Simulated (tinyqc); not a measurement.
Configuration-coordinate model of a defect: Huang-Rhys factor and luminescence line shape: one step, computed by the program tinyqc.

Ground state E_g(Q) = (1/2) omega_g^2 Q^2; excited state E_e(Q) = E_0 + (1/2) omega_e^2 (Q - dQ)^2 with omega_e = omega_g and E_0 = E_ZPL. Q is mass-weighted; the dipole does not depend on Q (Condon approximation).

Question. Emission lines at zero temperature. From the lowest excited level the line to ground level n lies at E_ZPL - n hbar omega_g with Franck-Condon weight exp(-S) S^n/n!; the emitted intensity carries a further factor E^3. S = S_g; up to eleven lines, of positive energy only, from n = max(0, integer part of S - 5).

Inputs (values chosen for the exercise, for a model defect in a wide-gap host): zero-phonon energy E_ZPL = 2.49 eV; ground-state phonon hbar omega_g = 87.9 meV.

Modes: equal frequencies in both states.

S_g = 1.632144

Give: Lines.

Answer.

Lines:

| n | energy (eV) | weight | intensity / largest |
|---|---|---|---|
| 0 | 2.4900 | 1.96e-01 | 6.82e-01 |
| 1 | 2.4021 | 3.19e-01 | 1.00e+00 |
| 2 | 2.3142 | 2.60e-01 | 7.30e-01 |
| 3 | 2.2263 | 1.42e-01 | 3.53e-01 |
| 4 | 2.1384 | 5.78e-02 | 1.28e-01 |
| 5 | 2.0505 | 1.89e-02 | 3.68e-02 |
| 6 | 1.9626 | 5.13e-03 | 8.77e-03 |
| 7 | 1.8747 | 1.20e-03 | 1.78e-03 |
| 8 | 1.7868 | 2.44e-04 | 3.15e-04 |
| 9 | 1.6989 | 4.43e-05 | 4.91e-05 |
| 10 | 1.6110 | 7.23e-06 | 6.83e-06 |

The weight peaks at n = 1 and the intensity at n = 1.
